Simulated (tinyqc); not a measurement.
Stripping the layer step by step: sheet resistance and Hall data of a diffused or implanted layer. Computed by tinyqc, a small Python program. Command: `OMP_NUM_THREADS=1 python tinyqc.py 3018953 3018954 out.jsonl layer walk`. One thread of a shared host (Intel(R) Xeon(R) Processor @ 2.30GHz), about 0.01 s of CPU time with the checks.

Carriers are taken equal to the net active doping down to the junction (full ionisation, which deep dopants in wide-gap hosts do not reach; no spill-over, no depletion), and the Hall factor is 1.

Inputs (values chosen for the exercise, modelled on donors in GaAs):

| quantity | value | unit |
|---|---|---|
| mu_min | 487 | cm^2/(V s) |
| mu_max | 9560 | cm^2/(V s) |
| N_ref | 6e+16 | 1/cm^3 |
| exponent alpha | 0.4 | - |
| peak concentration N_0 | 4.6e+17 | 1/cm^3 |
| length scale l | 36 | nm |
| background doping N_B (opposite type) | 1.5e+16 | 1/cm^3 |
| projected range R_p | 98 | nm |

Profile: buried Gaussian (implant). Activation: complete.

Constants: e = 1.602176634e-19 C.

Method:
- N(x) = N_0 exp(-(x - R_p)^2/(2 l^2)) for x > 0, dose N_0 l sqrt(pi/2) erfc(-R_p/(l sqrt 2)), junction x_j = R_p + l sqrt(2 ln(N_0/N_B)); the layer starts at x_0 = max(0, 2 R_p - x_j).
- Mobility mu = mu_min + (mu_max - mu_min)/(1 + (N_t/N_ref)^alpha), N_t = active doping + N_B; carriers n = active doping - N_B, all dopants active.
- Integrals from x_0 (0 unless stated) to x_j by the midpoint rule on 400 even intervals: 1/R_s = e int n mu dx; sheet density n_s = int n dx; Hall sheet density (int n mu dx)^2/int n mu^2 dx; Hall mobility int n mu^2 dx/int n mu dx.
- After removing a depth d the integrals start at d. Differences between neighbouring rows give the local conductivity -d(1/R_s)/dx at the middle of the slice (the last slice uses one more step, not listed).

junction depth x_j = 192.196 nm

Differential sheet resistance:

| removed d (nm) | R_s (ohm) | slice conductivity (S/cm) | sigma at mid-slice (S/cm) |
|---|---|---|---|
| 0 | 456.8 | 7.68 | 6.47 |
| 19 | 459.9 | 43.37 | 42.38 |
| 38 | 478.0 | 101.31 | 100.84 |
| 57 | 526.5 | 168.56 | 169.28 |
| 76 | 633.2 | 218.62 | 220.49 |
| 95 | 859.2 | 226.39 | 228.45 |
| 114 | 1362.9 | 187.65 | 188.78 |
| 133 | 2651.0 | 122.60 | 122.46 |

What does the comparison show, and why?

R_s doubles after removing between 95.0 and 114 nm of a layer 192 nm deep, so half the current flows above that depth. Where sigma exceeds a tenth of its largest listed value, the slice values agree with it within 3 %.

Extremes, crossings and ranges named in words are read from the listed rows.
